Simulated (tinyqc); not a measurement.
# Cell-based percolation model of oxide breakdown: effects of single changes

The oxide, of thickness n a, is cut into cubic cells. A cell is defective with the chance l = 1 - exp(-a^3 N), N = N1 (t/1 s)^al. A column of n defective cells breaks the oxide down, and the area holds M = A/a^2 independent columns: 1 - F = (1 - l^n)^M.

Parameters, values chosen for the exercise:
- a = 0.7 nm (edge of a cell)
- n = 3 (cells across the oxide)
- A = 0.12 um^2 (area)
- al = 0.9 (exponent of defect growth)
- N1 = 2.4e17 cm^-3 (defect density after 1 s)

Each table varies one quantity; the others keep the values above.

## Effect of the thickness

At F = 1 - 1/e: l_c = (1 - exp(-1/M))^(1/n), N_bd = -ln(1 - l_c)/a^3, t63 = (N_bd/N1)^(1/al). W = ln(-ln(1 - F)); for small l, W = ln M + n ln(a^3 N), so the Weibull slope is n al.

Results:
```
n       l_c  N_bd (cm^-3)  t63 (s)  slope at t63
1  4.083e-6      1.190e16  0.03553        0.9000
2  0.002021      5.897e18    35.07         1.798
3   0.01598      4.698e19    351.8         2.678
4   0.04495      1.341e20     1128         3.518
6    0.1264      3.941e20     3738         5.043
7    0.1699      5.428e20     5335         5.732
8    0.2120      6.947e20     7018         6.376
9    0.2519      8.461e20     8737         6.981
```

Estimate the missing row, n = 5.

Computed row:
```
n      l_c  N_bd (cm^-3)  t63 (s)  slope at t63
5  0.08360      2.545e20     2300         4.306
```

With this row back in the table: N_bd rises from 1.19e16 to 8.46e20 cm^-3 and the slope rises from 0.900 to 6.98, against n al = 0.900 to 8.10. A thin oxide needs few defects in a row, so it breaks at a lower density and with a wider spread; at n = 1 one defect suffices.

## Effect of the area

Same model as above.

Effect of the area:
```
A (um^2)       l_c  N_bd (cm^-3)  t63 (s)  slope at t63
0.0014     0.07047      2.130e20     1887         2.603
0.023      0.02772      8.196e19    653.0         2.662
0.38       0.01088      3.191e19    228.9         2.685
6.4       0.004246      1.241e19    80.13         2.694
110       0.001645      4.801e18    27.91         2.698
1800      6.481e-4      1.890e18    9.905         2.699
31000     2.510e-4      7.318e17    3.451         2.700
5.1e5     9.868e-5      2.877e17    1.223         2.700
8.6e6     3.848e-5      1.122e17   0.4296         2.700
```

t63 falls from 1890 to 0.430 s, as A^(-0.38) between the first two rows and A^(-0.37) between the last two, against -1/(n al) = -0.37; the slope at t63 rises from 2.60 to 2.70, nearer to n al where l_c is small.

Numbers from tinyqc (`OMP_NUM_THREADS=1 python tinyqc.py 2070170 2070171 out.jsonl`; about 0.01 s on one thread of a shared Intel Xeon 2.30GHz).
